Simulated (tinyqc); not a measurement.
Inside a calculation. Model: microkinetic model of low-temperature epitaxy from hydride gases: adsorption, hydrogen desorption and rate control. Computed by tinyqc, a small Python program that keeps every step. Command: `OMP_NUM_THREADS=1 python tinyqc.py 3007021 3007022 out.jsonl hepi walk`. One thread of a shared host (Intel(R) Xeon(R) Processor @ 2.30GHz), about 0.01 s of CPU time with the checks. Intermediate numbers are printed to about 7 digits and carried at full precision; extremes and crossings named in words are read from the listed rows.

Each hydride molecule needs two free sites and leaves four hydrogen atoms, of which two leave at once as H2; theta is the hydrogen coverage, the site density is 6.78 per nm^2 and one layer is 1.358 angstrom thick.

Inputs (values chosen for the exercise, close to those used for silane, with second-order desorption as on Si(111) but the site density of Si(001)):
```
quantity                            value  unit
silane pressure p_S                  0.82    Pa
sticking prefactor of silane s0      0.16     -
adsorption barrier E_s               0.14    eV
desorption prefactor nu_d         8.4e+11   1/s
desorption energy on silicon E_d     2.17    eV
hydrogen carrier pressure p_H         140    Pa
sticking of hydrogen s_H          9.4e-07     -
temperature T                         720     C
```

Film: silicon. Order of hydrogen desorption: second.

Constants: k_B = 8.617333262e-05 eV/K; u = 1.6605390666e-27 kg; k_B = 1.380649e-23 J/K.

## Rate constants

Flux per site F = p/(sqrt(2 pi M k_B T) x 6.78e18 per m^2), M = 32.12 u (silane), 2.016 u (hydrogen); s = s0 exp(-E_s/(k_B T)); k_S = s F_S = k; k_H = s_H F_H; k_d = nu_d exp(-E_d/(k_B T)). Temperatures in kelvin are T(C) + 273.15.

k = 55.60545 1/s

k_H = 1.142924 1/s

k_d = 8.175798 1/s

## Coverage and growth rate

With k the hydride and k_H the hydrogen adsorption rate on free pairs and k_d the desorption rate, steady state: 2 (k + k_H)(1 - theta)^2 = k_d theta^2; growth rate R = k (1 - theta)^2 layers/s; 1 layer/s = 8.148 nm/min. With c = 2 (k + k_H)/k_d the free share is 1 - theta = 1/(1 + sqrt(c)).

c = 13.88204

hydrogen coverage theta = 0.7883983

growth rate R in layers = 2.489749 layers/s

growth rate G = 20.28647 nm/min

Hydrogen covers most sites: its desorption limits growth.

## Degrees of rate control

X_i = d ln R/d ln k_i at fixed other constants. With f = 1 - theta and a = 2/f + 2/theta: d ln f/d ln k_d = 1/(a f), so X_d = 2/(a f), X_k = 1 - X_d k/(k + k_H), X_H = -X_d k_H/(k + k_H); they sum to 1.

X_d (desorption) = 0.7883983

X_k (hydride adsorption) = 0.2274802

X_H (hydrogen adsorption) = -0.01587851

## Two regimes over temperature

Limits: desorption-limited R = k_d k/(2 (k + k_H)), adsorption-limited R = k.

Growth:
```
T (C)      theta    G (nm/min)  desorption limit (nm/min)  adsorption limit (nm/min)
400    0.9991438  1.853831e-04               1.857010e-04                   252.8688
450    0.9970737  2.468593e-03               2.483104e-03                   288.2762
500    0.9914949  2.332095e-02               2.372277e-02                   322.3958
550    0.9784501  1.648556e-01               1.721973e-01                   354.9887
600    0.9516605  9.017732e-01               9.957107e-01                   385.9169
650    0.9032787  3.883412e+00               4.759595e+00                   415.1158
700    0.8269937  1.324674e+01               1.936889e+01                   442.5733
750    0.7230501  3.592026e+01               6.870728e+01                   468.3139
800    0.6012460  7.829184e+01               2.165769e+02                   492.3868
850    0.4775349  1.405405e+02               6.162987e+02                   514.8574
```

The apparent activation energy of G is 2.17 eV between the first rows and 1.22 eV between the last; full hydrogen cover gives a value near the desorption energy (plus E_s where k_H far exceeds k), a bare surface one near E_s less k_B T/2 from the flux. The coverage passes one half between 800 and 850 C, the knee of the Arrhenius plot.

Checks made by the program: steady coverage against time integration of d theta/dt (relative difference below 1e-10); degree of control against a finite difference (relative difference below 1e-10).
